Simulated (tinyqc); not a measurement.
## Strained alloy layer of InAs and AlAs on (001) InP, model-solid band line-up: gaps, strain and offsets against composition

The layer is x parts of the first compound and 1 - x of the second, grown coherently on the third as substrate and barrier. Rows of the table: lattice constant a, average valence level Ea on an absolute scale, spin-orbit splitting so, gaps at Gamma, X and L, hydrostatic deformation potentials av and ac (Gamma), shear potential b, elastic constants, electron and heavy-hole (along z) masses. All are interpolated linearly in x; gaps get -C x (1 - x), taken wholly in the conduction band; real line-ups can differ from this model by 0.1 eV or more.

In-plane strain e = (a_substrate - a)/a, e_z = -2 (c12/c11) e, volume change 2 e + e_z. With v = 2 e + e_z and d = 2 b (e_z - e): Eav = Ea + av v; E_hh = Eav + so/3 - d/2; E_lh = Eav - so/6 + d/4 + sqrt(so^2 + so d + 9 d^2/4)/2; E_c = Ea + so/3 + EG + ac v (Gamma). Substrate: E_v = Ea + so/3, E_c = E_v + EG. Well depths: dEc = E_c(substrate) - E_c, dEhh = E_hh - E_v(substrate), dElh likewise; strained Gamma gap E_c - max(E_hh, E_lh); positive values confine carriers in the layer. Matthews-Blakeslee for 60-degree dislocations in a single layer: hc = k (ln(hc/bv) + 1), k = bv (1 - nu/4)/(4 pi |e| (1 + nu)), nu = c12/(c11 + c12), bv = a/sqrt(2); the larger root. The valence offset is the larger of dEhh and dElh; a dash marks |e| under 0.02 % or no root.

Inputs (values chosen for the exercise):
```
symbol  value  unit                  meaning
CG        0.7    eV  bowing of the Gamma gap
CX          0    eV      bowing of the X gap
CL          0    eV      bowing of the L gap
```

Binary compounds, values chosen for the exercise:
```
              close to InAs  close to AlAs  close to InP
a (angstrom)          6.058          5.661         5.869
Ea (eV)               -6.67          -7.49         -7.04
so (eV)               0.383          0.279         0.108
EG (eV)               0.359           3.03          1.33
EX (eV)                1.37           2.19          2.16
EL (eV)                1.07           2.36          1.95
av (eV)                0.99           2.46          1.26
ac (eV)               -5.15          -5.71         -4.97
b (eV)                -1.81           -1.5         -1.72
c11 (GPa)              84.1            123           101
c12 (GPa)              45.6           52.9          56.6
me (m0)              0.0228          0.149        0.0802
mh (m0)               0.333          0.468         0.535
```

Result of one run:
columns A: e (%); B: relaxed Gamma gap (eV); C: lower of X and L gaps (eV); D: strained Gamma gap (eV); E: E_hh - E_lh (meV); F: dEc (eV); G: valence offset (eV); H: hc (nm)
```
A               B       C       D       E         F         G    H
-0.041046  1.4400  1.6763  1.4417  2.6641  -0.17229  0.060592  446
```

Which fraction of the first compound in the layer x gave this result: 0.36, 0.41, 0.47 or 0.53?

x = 0.53.

The whole series:
columns A: x; B: e (%); C: relaxed Gamma gap (eV); D: lower of X and L gaps (eV); E: strained Gamma gap (eV); F: E_hh - E_lh (meV); G: dEc (eV); H: valence offset (eV); I: hc (nm)
```
A             B        C       D        E        F          G          H     I
0.3      1.5380   2.0817  1.9440   1.8964  -105.53   -0.52227  -0.044077  5.28
0.36     1.1213   1.9072  1.8948   1.7758  -76.226   -0.42528  -0.020506  8.13
0.41    0.77664   1.7656  1.8311   1.6769  -52.251   -0.34753  6.4498e-4  13.2
0.47    0.36613   1.6003  1.7537   1.5599  -24.244   -0.25791   0.028053  33.8
0.53  -0.041046   1.4400  1.6763   1.4417   2.6641   -0.17229   0.060592   446
0.58   -0.37785   1.3103  1.6118   1.3250   24.043   -0.10398    0.10894  32.6
0.64   -0.77903   1.1593  1.5344   1.1875   48.224  -0.025657    0.16819  13.1
0.69    -1.1109   1.0373  1.4699   1.0748   67.013   0.036595    0.21858  8.22
0.75    -1.5062  0.89550  1.3925  0.94206   87.827    0.10769    0.28025  5.43
```

The relaxed Gamma gap falls from 2.08 to 0.895 eV and the strained one falls from 1.90 to 0.942 eV. The lattice matches the substrate at x = 0.524; the heavy hole is on top where the layer is compressed (e < 0) and the light hole where it is stretched. The relaxed alloy turns direct at x = 0.367. dEc rises from -0.522 to 0.108 eV and the valence offset rises from -0.0441 to 0.280 eV. At the largest strain listed, 1.54 %, strain changes the gap by -185 meV. For x = 0.3, 0.36 the lowest conduction valley of the relaxed alloy is X or L, so the gap and dEc listed hold for Gamma only.

Program tinyqc, `OMP_NUM_THREADS=1 python tinyqc.py 2690121 2690122 out.jsonl`; Intel Xeon 2.30GHz, shared host, one thread, about 0.01 s.
